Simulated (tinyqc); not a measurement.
Band-to-band tunnelling across a p-n junction in a two-band chain: one step. Self-energies of the two sides. Three cases, with inputs chosen for the exercise.

Question. Form cos(k a) and S for each side.

Sites alternate A at -Eg/2 and C at +Eg/2 with hopping -t; near the edges, with k counted from the zone boundary pi/a, E^2 = (Eg/2)^2 + (t a k)^2, so t = sqrt(c Eg/m)/a gives the mass m, c = hbar^2/2m0. In the gap cosh(q a) = 1 + (Eg^2/4 - e^2)/(2 t^2), e the energy from the local mid-gap. The potential is V0 = Eg + ov on the p side (left), 0 on the n side, and falls linearly over the 2N sites of the junction, V_j = V0 (1 - j/(2N + 1)), j = 1 to 2N, site 1 being A. E = Eg/2 + x ov. A half chain that ends on a site of level e1 with neighbour e2 has g = (1 + z)/(E - e1), z = exp(-/+ i k a) the root with Im g < 0, cos(k a) = (E - e1)(E - e2)/(2 t^2) - 1. S_L = t^2 g (ending on C, shifted by V0), S_R = t^2 g (starting on A). T = 4 Im(S_L) Im(S_R) |G_(1,2N)|^2.

Case 1.

Values chosen (out of a larger set: gap and mass near those of InSb; not measured data): Eg = 0.186 eV (gap).

t = 1.177396 eV
V0 = 0.566000 eV
E = 0.195600 eV

Case 2.

Values chosen (out of a larger set: gap and mass near those of InSb; not measured data): Eg = 0.186 eV (gap).

t = 1.177396 eV
V0 = 0.566000 eV
E = 0.180400 eV

Case 3.

Values chosen (out of a larger set: gap and mass near those of InAs; not measured data): Eg = 0.364 eV (gap).

t = 1.937074 eV
V0 = 0.704000 eV
E = 0.250000 eV

Give: cos(k a); S_L, S_R.

Answer.

Case 1.

cos(k a): left -0.953635, right -0.989320

S_L, S_R (eV): -0.13870-0.90034i  0.05130-0.70014i

Case 2.

cos(k a): left -0.949491, right -0.991381

S_L, S_R (eV): -0.14630-0.90891i  0.04370-0.66426i

Case 3.

cos(k a): left -0.976948, right -0.996086

S_L, S_R (eV): -0.13600-1.25946i  0.03400-0.76777i

Computed by tinyqc, one run a case: `OMP_NUM_THREADS=1 python tinyqc.py N N+1 out.jsonl` with N = 1481161, 1481522, 1482123; one thread of a shared Intel(R) Xeon(R) Processor @ 2.30GHz, about 0.01 s a run at most.
